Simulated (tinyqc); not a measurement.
Inside a calculation. Model: sputter depth profiling of a dopant layer: erosion rate, quantification and the mixing-roughness response. Computed by tinyqc, a small Python program that keeps every step. Command: `OMP_NUM_THREADS=1 python tinyqc.py 3024343 3024344 out.jsonl sims walk`. One thread of a shared host (Intel(R) Xeon(R) Processor @ 2.30GHz), about 0.03 s of CPU time with the checks. Intermediate numbers are printed to about 7 digits and carried at full precision; extremes and crossings named in words are read from the listed rows.

A rastered ion beam erodes silicon (49.94 atoms per nm^3). The measured profile is the true one convolved with a depth response.

Inputs (values chosen for the exercise, modelled on a dopant in silicon under an oxygen or caesium beam):
```
quantity                               value    unit
beam energy E                              5     keV
beam current                              29      nA
raster side                              300      um
sputter yield at 1 keV                   1.1       -
mixing length at 1 keV                   1.3      nm
roughness sigma                          1.1      nm
depth of the top edge z0                  57      nm
box width b                              6.5      nm
box concentration C                  3.2e+20  1/cm^3
relative sensitivity factor RSF      7.3e+21  1/cm^3
matrix count rate                    2.6e+06     1/s
background count rate                      9     1/s
counting time per point                  0.5       s
level that defines the junction C_B    5e+16  1/cm^3
```

True profile: box.

Constants: e = 1.602176634e-19 C.

## Erosion and sensitivity

Scaling chosen for the exercise: yield Y = Y1 E^0.5, mixing length w = w1 E^0.5 (E in keV). Erosion rate = Y I/(e x raster^2 x density); depth step = rate x counting time; concentration = RSF x counts/matrix counts; detection limit = RSF x 3 sqrt(background x time)/(matrix rate x time).

yield Y = 2.459675

mixing length w = 2.906888 nm

erosion rate = 0.09905451 nm/s

depth step = 0.04952725 nm

detection limit = 3.573609e+16 1/cm^3

Caution: with so few background counts Poisson statistics, not 3 sqrt(N), set the true limit.

## Measured shape

Mixing alone turns a layer at z0 into (1/w) exp(-(z - z0 + w)/w) for z > z0 - w; roughness adds a Gaussian of width sigma. With x = z - z0 + w: g(x) = (1/(2w)) exp(sigma^2/(2 w^2) - x/w) erfc((sigma/w - x/sigma)/sqrt2), and its integral G(x) = (1/2) erfc(-x/(sigma sqrt2)) - w g(x). Measured: C [G(x) - G(x - b)]. Find the maximum, the full width at half maximum and the deep point where the profile falls to C_B; far down, the trailing edge decays by w ln(10) per decade.

depth of the maximum = 59.64173 nm

peak concentration = 2.580644e+20 1/cm^3

full width at half maximum = 7.362166 nm

apparent junction depth = 85.94879 nm

trailing slope = 6.693358 nm/decade

The true deep edge lies at 63.5 nm, so the junction appears 22.4 nm too deep. The peak reaches 80.6 % of the true concentration.

## Moments

Convolution adds means and variances: the response has mean 0 (shift -w plus exponential mean w) and variance w^2 + sigma^2; a box adds the mean b/2 and the variance b^2/12.

centroid = 60.25 nm

standard deviation = 3.630542 nm

maximum minus centroid = -0.6082710 nm

The centroid stays at the true position while the maximum lies nearer the surface, so depth is read from the centroid.

## Points of the profile

Counts = concentration x matrix rate x time/RSF + background x time; relative noise 1/sqrt(counts). Depths are z0 - w + k (w + sigma), k = -0.5, 0, 0.5, 1, 2, 3, 5, 8, 12.

Profile:
```
k       z (nm)  measured (1/cm^3)        counts  relative noise
-0.5   52.0897       1.441734e+18  2.612472e+02       0.0618692
0.0    54.0931       3.880617e+19  6.915188e+03       0.0120254
0.5    56.0966       1.493350e+20  2.659840e+04       0.0061316
1.0    58.1000       2.329502e+20  4.148879e+04       0.0049095
2.0    62.1069       1.768798e+20  3.150365e+04       0.0056340
3.0    66.1138       4.595763e+19  8.188736e+03       0.0110507
5.0    74.1276       2.917996e+18  5.241431e+02       0.0436792
8.0    86.1482       4.668476e+16  1.281373e+01       0.2793588
12.0  102.1758       1.882041e+14  4.533516e+00       0.4696588
```

## Beam energy: resolution against speed

Width = full width at half maximum; the apparent junction is the deep point where the profile falls to C_B; time to profile to twice z0 = 2 z0/erosion rate, at fixed current.

Measured values:
```
E (keV)    w (nm)  peak (1/cm^3)  width (nm)  apparent junction (nm)  time (min)
0.15     0.503488   3.173237e+20    6.524958                68.61037    110.7436
0.25     0.650000   3.158149e+20    6.540436                69.47737     85.7816
0.50     0.919239   3.116579e+20    6.585440                71.29439     60.6568
1.00     1.300000   3.033273e+20    6.682409                74.04986     42.8908
2.00     1.838478   2.887608e+20    6.870624                78.04874     30.3284
4.00     2.600000   2.667214e+20    7.208238                83.69654     21.4454
8.00     3.676955   2.377152e+20    7.782722                91.52433     15.1642
```

From the highest to the lowest energy the width goes from 7.78 to 6.52 nm, towards the floor set by roughness and the box width 6.5 nm, and the junction error from 28.0 to 5.11 nm, at 7.3 times the time. Extrapolating the tail slope to zero energy separates mixing from real diffusion. Caution: the surface transient, segregation under the beam and the growth of roughness with depth are left out, and real yields fall faster near the sputter threshold.

Checks made by the program: dose under the measured profile (relative difference below 1e-10).
